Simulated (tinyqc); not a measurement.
# Worked calculation: bandgap voltage reference from two bipolar transistors

tinyqc, about 0.02 s, one thread, Intel Xeon 2.30GHz (shared host): `OMP_NUM_THREADS=1 python tinyqc.py 2062079 2062080 out.jsonl` Printed values are rounded.

Two transistors of area 1 and N carry the same current I. Is(T) = Is (T/T0)^eta exp[(Vg0 q/kB)(1/T0 - 1/T)], VBE1 = Vt ln(I/Is(T)) + I rb, VBE2 = Vt ln(I/(N Is(T))) + I rb/N. The amplifier forces I R1(T) = VBE1 - VBE2 + Vos, with R(T) = R (1 + tc (T - T0)) for both resistors, and the output is Vref = VBE1 + I R2(T). Base currents and the Early effect are neglected.

Values chosen for this exercise; values of the order met in silicon bipolar transistors: reference temperature T0 = 300 K; band-gap voltage extrapolated to 0 K Vg0 = 1.156 V; temperature exponent of the saturation current eta = 3.3; saturation current of the unit transistor at T0 Is = 2.3e-17 A; area ratio of the second transistor N = 4; resistor across which the difference of VBE falls, at T0 R1 = 10 kohm; temperature coefficient of both resistors tc = 0 ppm/K; offset of the amplifier Vos = -1.8 mV; series resistance of the unit transistor rb = 30 ohm; output resistor at T0 R2 = 157.4 kohm; temperature T = 333 K.

Constants: q = 1.602176634e-19 C, kB = 1.380649e-23 J/K. Results are converted to the units shown.

## Operating point at the reference temperature

Vt = kB T/q; I = (Vt ln N + Vos)/(R1(T) - rb (1 - 1/N)). Evaluate at T = T0.

Vt = 0.0258520 V
I = 3.41152 uA
Is(T) = 2.3e-17 A
VBE1 = 0.665085 V
I R2 = 0.536974 V
Vref = 1.20206 V

## Operating point at another temperature

Vt = kB T/q; I = (Vt ln N + Vos)/(R1(T) - rb (1 - 1/N)).

Vt = 0.0286957 V
I = 3.80664 uA
Is(T) = 2.72768e-15 A
VBE1 = 0.604347 V
I R2 = 0.599165 V
Vref = 1.20351 V

From T0 to T, VBE1 changes by -60.7 mV and I R2 by 62.2 mV, which leaves 1.45 mV in Vref.

## Resistor for zero slope at T0, ideal case

With tc = 0, Vos = 0 and rb = 0 the current is proportional to T, dVBE/dT = (VBE - Vg0 - (eta - 1) Vt)/T, and Vref has zero slope at T0 when Vref = Vg0 + (eta - 1) Vt0. Find VBE1, its slope, that Vref, R2/R1 and the curvature d2Vref/dT2 = -(eta - 1) kB/(q T0).

VBE1 = 0.666257 V
dVBE/dT = -1.83068 mV/K
Vref = 1.21546 V
R2/R1 = 15.3244
curvature = -0.660662 uV/K^2
